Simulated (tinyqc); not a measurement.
Inside a calculation. Method: plane-wave Kohn-Sham cycle with exchange-only LDA in a layered model solid. Computed by tinyqc, a small Python program that keeps every step. Settings: points = 16, plane-wave index or count = 2, electrons = 2, k points = 2, area = 23.0, mixing = 0.8, iteration cap = 62. Command: `OMP_NUM_THREADS=1 python tinyqc.py 22975 22976 out.jsonl` (the two numbers bound the seeds that draw the settings). One thread of a shared host (Intel(R) Xeon(R) Processor @ 2.60GHz), about 0.01 s of CPU time with the checks. Later iterations appear only in the table of the cycle.

## Iteration 1: potential

A solid whose potential varies along x alone (atomic units):
```
parameter                      value
period a                   11.100000
cross-section of the cell  23.000000
electrons per cell                 2
grid points                       16
plane waves -n..n, n               2
k points                           2
V1 in V1 cos(2 pi x/a)     -0.700000
```

density at the start, on the grid x_j = j a/N (e/bohr^3): 0.00783392  0.00783392  0.00783392  0.00783392  0.00783392  0.00783392  0.00783392  0.00783392  0.00783392  0.00783392  0.00783392  0.00783392  0.00783392  0.00783392  0.00783392  0.00783392

V_H(G) = 4 pi rho(G)/G^2 for G != 0 (uniform background); v_x = -(3 rho/pi)^(1/3); V = V_ext + V_H + v_x; Fourier components f(G_m) = (1/N) sum_j f(x_j) exp(-i G_m x_j).

Potentials on the grid (hartree):
```
x              V_ext       V_H        v_x          V
0.000000   -0.700000  0.000000  -0.195577  -0.895577
0.693750   -0.646716  0.000000  -0.195577  -0.842292
1.387500   -0.494975  0.000000  -0.195577  -0.690551
2.081250   -0.267878  0.000000  -0.195577  -0.463455
2.775000           0  0.000000  -0.195577  -0.195577
3.468750    0.267878  0.000000  -0.195577   0.072302
4.162500    0.494975  0.000000  -0.195577   0.299398
4.856250    0.646716  0.000000  -0.195577   0.451139
5.550000    0.700000  0.000000  -0.195577   0.504423
6.243750    0.646716  0.000000  -0.195577   0.451139
6.937500    0.494975  0.000000  -0.195577   0.299398
7.631250    0.267878  0.000000  -0.195577   0.072302
8.325000           0  0.000000  -0.195577  -0.195577
9.018750   -0.267878  0.000000  -0.195577  -0.463455
9.712500   -0.494975  0.000000  -0.195577  -0.690551
10.406250  -0.646716  0.000000  -0.195577  -0.842292
```

V(G_m), m = 0, 1, 2, ... (hartree): -0.195577  -0.350000  0.000000  0.000000  0.000000

## Iteration 1: Hamiltonian at one k

k = 0.250000 2 pi / a

H(m,m') = (k + G_m)^2/2 delta + V(G_m - G_m'), with V(-G) = V(G).

H (hartree):
```
           -2         -1         +0         +1         +2
-2   0.295060  -0.350000   0.000000   0.000000   0.000000
-1  -0.350000  -0.105460  -0.350000   0.000000   0.000000
+0   0.000000  -0.350000  -0.185564  -0.350000   0.000000
+1   0.000000   0.000000  -0.350000   0.054748  -0.350000
+2   0.000000   0.000000   0.000000  -0.350000   0.615476
```

## Iteration 1: levels at that k

Diagonalise the Hermitian matrix.

eigenvalues (hartree): -0.665218  -0.216642  0.189206  0.551268  0.815646

## Iteration 1: new density

Motion across x is left out: the lowest 1 band(s) hold two electrons at each of the k points (j + 1/2)/nk - 1/2. Residual R = rho(out) - rho(in); rho(new) = rho(in) + 0.8 R. rho(out) = 2/(a A nk) sum |psi|^2 with psi = sum c exp(i G x). Harris energy E = band energy - dV sum rho (V_H/2 + v_x) + (3/4) dV sum rho v_x with rho(in), dV = a A/N, band energy = (2/nk) sum of the filled levels.

rho(out) (e/bohr^3): 0.02991591  0.02526749  0.01497876  0.00590025  0.00137950  0.00015809  0.00000803  0.00000986  0.00002287  0.00000986  0.00000803  0.00015809  0.00137950  0.00590025  0.01497876  0.02526749

density after iteration 1 (e/bohr^3): 0.02549952  0.02178077  0.01354980  0.00628698  0.00267039  0.00169326  0.00157321  0.00157467  0.00158508  0.00157467  0.00157321  0.00169326  0.00267039  0.00628698  0.01354980  0.02178077

energy per cell = -1.23264782 hartree

## Iteration 2: potential

As before.

Potentials on the grid (hartree):
```
x              V_ext        V_H        v_x          V
0.000000   -0.700000   0.462109  -0.289846  -0.527737
0.693750   -0.646716   0.410649  -0.275010  -0.511077
1.387500   -0.494975   0.277184  -0.234766  -0.452557
2.081250   -0.267878   0.108571  -0.181749  -0.341056
2.775000           0  -0.052630  -0.136620  -0.189251
3.468750    0.267878  -0.183946  -0.117372  -0.033440
4.162500    0.494975  -0.278519  -0.114530   0.101926
4.856250    0.646716  -0.335274  -0.114565   0.196876
5.550000    0.700000  -0.354177  -0.114817   0.231006
6.243750    0.646716  -0.335274  -0.114565   0.196876
6.937500    0.494975  -0.278519  -0.114530   0.101926
7.631250    0.267878  -0.183946  -0.117372  -0.033440
8.325000           0  -0.052630  -0.136620  -0.189251
9.018750   -0.267878   0.108571  -0.181749  -0.341056
9.712500   -0.494975   0.277184  -0.234766  -0.452557
10.406250  -0.646716   0.410649  -0.275010  -0.511077
```

V(G_m), m = 0, 1, 2, ... (hartree): -0.172118  -0.192904  0.010440  0.003248  0.001627

## Iteration 2: Hamiltonian at one k

k = 0.250000 2 pi / a

As before.

H (hartree):
```
           -2         -1         +0         +1         +2
-2   0.318519  -0.192904   0.010440   0.003248   0.001627
-1  -0.192904  -0.082001  -0.192904   0.010440   0.003248
+0   0.010440  -0.192904  -0.162105  -0.192904   0.010440
+1   0.003248   0.010440  -0.192904   0.078207  -0.192904
+2   0.001627   0.003248   0.010440  -0.192904   0.638934
```

## Iteration 2: levels at that k

As before.

eigenvalues (hartree): -0.384667  -0.095350  0.155399  0.411326  0.704847

## Iteration 2: new density

As before.

rho(out) (e/bohr^3): 0.02594847  0.02275226  0.01526311  0.00772659  0.00289998  0.00080602  0.00018187  0.00005081  0.00003297  0.00005081  0.00018187  0.00080602  0.00289998  0.00772659  0.01526311  0.02275226

density after iteration 2 (e/bohr^3): 0.02585868  0.02255797  0.01492045  0.00743867  0.00285406  0.00098347  0.00046014  0.00035558  0.00034339  0.00035558  0.00046014  0.00098347  0.00285406  0.00743867  0.01492045  0.02255797

energy per cell = -0.92990940 hartree

## Convergence

Stop when sqrt(dV sum R^2) is below 1e-8, dV = a A/N.

Course of the cycle:
```
iteration  E (hartree)  norm of the residual
1          -1.23264782              1.65e-01
2          -0.92990940              1.99e-02
3          -0.92770645              5.70e-03
4          -0.92787116              1.30e-03
5          -0.92788563              2.74e-04
6          -0.92788653              5.91e-05
7          -0.92788657              1.30e-05
8          -0.92788658              2.90e-06
9          -0.92788658              6.48e-07
10         -0.92788658              1.44e-07
11         -0.92788658              3.22e-08
12         -0.92788658              7.15e-09
```

Converged in 12 iterations. Before convergence this energy mixes input and output and is not variational, so it may rise towards its limit.
